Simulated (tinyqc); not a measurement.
# Self-consistent Fermi level with native defects, at growth and after a quench, step by step

A worked calculation. Computed by tinyqc, a small Python program that keeps every step. Command: `OMP_NUM_THREADS=1 python tinyqc.py 3027975 3027976 out.jsonl scfermi walk`. One thread of a shared host (Intel(R) Xeon(R) Processor @ 2.30GHz), about 0.08 s of CPU time with the checks. Intermediate numbers are printed to about 5 digits and carried at full precision; extremes and crossings named in words are read from the listed rows.

Energies are counted from the top of the valence band (VBM); when the gap shrinks with temperature the conduction band moves and the levels stay. The added dopant is taken as fully ionised. D and A draw on one reservoir with opposite signs, as the two vacancies of a compound do.

Inputs (values chosen for the exercise, with bands modelled on GaN):
```
quantity,value,unit
gap E_g at 300 K,3.41,eV
slope -dE_g/dT above 300 K,0.00085,eV/K
electron mass m_e,0.195,m_0
valleys M_c,1,-
hole mass m_h,1.41,m_0
E_f of the neutral native donor D,2.172,eV
E_f of the neutral native acceptor A,3.475,eV
shift s of the chemical potential,0.16,eV
site density N_s,3.6e+22,cm^-3
dopant density N_X,2e+16,cm^-3
growth temperature T_g,1360,K
temperature of use T,300,K
```

Added shallow dopant: acceptor.

levels of D above the VBM, most positive state first (eV): [2.54]

levels of A above the VBM, (0/-1) first (eV): [0.0788, 1.62]

Constants: m_0 = 9.1093837015e-31 kg; k_B = 1.380649e-23 J/K; h = 6.62607015e-34 J s; k_B = 8.617333262e-05 eV/K.

## Formation energies at E_F = 0

E_f(D, 0) = input + s and E_f(A, 0) = input - s; E_f(q, E_F = 0) follows from the levels, eps(q/q-1) = E_f(q - 1) - E_f(q) at E_F = 0.

E_f(q, E_F = 0) (eV): D(+1) -0.2080, D(0) 2.3320, A(0) 3.3150, A(-1) 3.3938, A(-2) 5.0138

## Bands at growth

E_g(T) = E_g - slope x max(0, T - 300 K). N_c = 2 M_c (2 pi m_e k_B T/h^2)^(3/2) and N_v = 2 (2 pi m_h k_B T/h^2)^(3/2), masses in units of m_0. At growth T = T_g.

E_g(T_g) = 2.509 eV

N_c(T_g) = 2.0857e+19 cm^-3

N_v(T_g) = 4.0553e+20 cm^-3

k_B T_g = 0.11720 eV

## Charges across the gap at T_g

n = N_c F_1/2((E_F - E_g)/k_B T), p = N_v F_1/2(-E_F/k_B T). F_1/2(eta) = (2/sqrt(pi)) int_0^infinity sqrt(x)/(1 + exp(x - eta)) dx, by the trapezoid rule in t = sqrt(x) with step 0.02 up to t = 12 (for eta < -12 by exp(eta) - exp(2 eta)/2^(3/2)). In equilibrium c_q = N_s exp(-(E_f(q, 0) + q E_F)/k_B T). Net charge = p - n + sum q c_q - N_X; the log ratio is ln(positive charge/negative charge). Entries near or above N_s lie outside the dilute limit and only show that E_F cannot go there.

Densities (cm^-3):
```
E_F (eV),n,p,charge on D,charge on A,log ratio
0.125,3.0536e+10,1.2520e+20,7.3093e+22,2.7736e+10,15.113
0.502,7.6185e+11,5.5674e+18,2.9297e+21,6.9210e+11,11.896
0.878,1.8846e+13,2.2611e+17,1.1843e+20,1.7179e+13,8.686
1.254,4.6620e+14,9.1422e+15,4.7876e+18,4.6074e+14,5.435
1.631,1.1629e+16,3.6644e+14,1.9190e+17,3.3774e+16,1.078
2.007,2.8633e+17,1.4813e+13,7.7574e+15,1.4464e+19,-7.550
2.384,6.4392e+18,5.9373e+11,3.1093e+14,8.8468e+21,-17.163
```

## Equilibrium at growth

E_F is the root of the log ratio, by 50 bisections between -0.5 eV and E_g + 0.5 eV.

E_F at growth = 1.6883 eV

n at growth = 1.8961e+16 cm^-3

p at growth = 2.2471e+14 cm^-3

Defects at growth:
```
state,E_f (eV),c (cm^-3)
D(+1),1.4803,1.1768e+17
D(0),2.3320,8.2142e+13
A(0),3.3150,1.8700e+10
A(-1),1.7055,1.7228e+16
A(-2),1.6372,3.0857e+16
```

total D = 1.1776e+17 cm^-3

total A = 4.8085e+16 cm^-3

The largest part of the positive charge comes from charged D (100 %) and that of the negative charge from charged A (67 %).

## After the quench to T

After a quench the totals of D and A stay as grown, and each is shared among its charge states with weights exp(-(E_f(q, 0) + q E_F)/k_B T).

E_F after the quench = 2.4291 eV

n after the quench = 71.729 cm^-3

p after the quench = 6.5592e-22 cm^-3

Frozen defects:
```
state,c (cm^-3),share of its total
D(+1),1.1617e+17,9.8649e-01
D(0),1.5905e+15,1.3506e-02
A(0),4.0503e-37,8.4233e-54
A(-1),1.2310e+03,2.5601e-14
A(-2),4.8085e+16,1.0000e+00
```

The material is insulating: E_F lies so deep that free carriers are negligible. Carriers of the sign that the dopant should give amount to 3.3e-36 % of its density. Caution: in a wide-gap host the dopant, above all an acceptor, may be only partly ionised at the temperature of use; the carrier density is then overstated.

## Slow cooling against a quench

Each E_F by bisection; full equilibrium lets the defects form and vanish at every T.

Two histories (densities in cm^-3):
```
T (K),"E_F, equilibrium (eV)",n,p,all defects,"E_F, frozen (eV)","n, frozen","p, frozen"
1150,1.6246,3.5631e+14,2.3943e+13,2.3600e+16,1.8801,4.6921e+15,1.8180e+12
940,1.3747,1.2115e+11,9.9255e+12,1.9991e+16,2.1129,1.0987e+15,1.0944e+09
720,1.1017,1.7626e+05,3.0370e+12,1.9997e+16,2.2727,2.7743e+13,1.9295e+04
510,0.8410,1.1418e-05,4.5536e+11,2.0000e+16,2.3514,9.6245e+09,5.4023e-04
300,0.5804,6.2902e-30,7.4797e+09,2.0000e+16,2.4291,7.1729e+01,6.5592e-22
```

At 300 K equilibrium would leave 2.00e16 defects per cm^3 against 1.66e17 frozen in, and E_F differs by +1.849 eV. Both histories end semi-insulating. Real samples lie between, set by the temperature at which diffusion stops. In so wide a gap the dopant may be only partly ionised at the temperature of use; these carrier densities are then overstated.

Checks made by the program: neutrality at growth (relative difference below 1e-10).
